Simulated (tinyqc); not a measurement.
What each parameter does: strained quantum well: band edges, subbands and transparency.

Growth on (001), barriers unstrained: tr(e) = e (2 - nu2), Z = b e (1 + nu2); Ec = Ev + Eg + ac tr(e), E_HH = Ev + av tr(e) + Z, E_LH = Ev + av tr(e) - Z (coupling to the split-off band left out).

Masses along z: me, 1/(g1 - 2 g2) for HH, 1/(g1 + 2 g2) for LH, likewise in the barrier; in the plane me, 1/(g1 + g2) for HH and 1/(g1 - g2) for LH (no mixing, which understates the hole masses away from k = 0). Level n solves k L + 2 atan[(k/m)/(kappa/mb)] = n pi, k = sqrt(m E/c), kappa = sqrt(mb (V - E)/c), c = hbar^2/2m0.

Transparency (Bernard-Duraffourg): Fc - Fv equals the lowest transition energy with n = p, n = sum m/(2 pi c) kB T ln(1 + exp((Fc - E)/kB T)) and p likewise over the listed subbands; c = hbar^2/2m0, 1/angstrom^2 = 1e16/cm^2.

Constants: hbar^2/2m0 = 3.80998211 eV angstrom^2; kB = 8.617333262e-05 eV/K; hc = 1239.841984 eV nm.

Values chosen for the exercise (near those of an InGaAs/AlGaAs well; shifted at random, so the results belong to these values and not to a real crystal): e = -0.0204 (strain in the plane); nu2 = 0.962 (2 C12/C11); Eg = 1.009 eV (unstrained gap of the well); Ev = -0.739 eV (its valence edge); ac = -6.56 eV; av = 1.11 eV (Ev moves by av tr(e)); b = -1.94 eV (shear potential); Egb = 1.671 eV (gap of the barrier); Evb = -0.905 eV (its valence edge); L = 50 angstrom (well width); me = 0.0533 m0 (electron mass); g1 = 10.76 (gamma1); g2 = 3.93 (gamma2); meb = 0.084 m0; g1b = 6.3; g2b = 1.8; T = 350 K (temperature).

Edge wavelength, hh1 - lh1 and n_tr.

Results for these values:
```
case  wavelength (nm)  hh1 - lh1 (meV)  n_tr (1e12/cm^2)
base           1019.5            166.1             0.556
```

What happens to each result for me = 0.0586 m0, all else kept?

Answer: wavelength rises from 1019.5 to 1021.7; hh1 - lh1 does not change at the printed digits; n_tr rises from 0.556 to 0.584.

The same for each parameter in turn:
```
case             wavelength (nm)  hh1 - lh1 (meV)  n_tr (1e12/cm^2)
base                      1019.5            166.1             0.556
L = 60 angstrom           1041.3            167.8             0.576
e = -0.0224               1013.8            177.4             0.554
Eg = 0.989 eV             1034.7            166.1             0.555
b = -2.23 eV              1029.1            184.5             0.553
ac = -5.9 eV              1030.0            166.1             0.556
me = 0.0586 m0            1021.7            166.1             0.584
g1 = 11.41                1017.1            163.3             0.538
T = 390 K                 1019.5            166.1             0.630
```

tinyqc: `OMP_NUM_THREADS=1 python tinyqc.py 1252308 1252309 out.jsonl`; about 0.01 s, one thread, shared Intel(R) Xeon(R) Processor @ 2.30GHz.
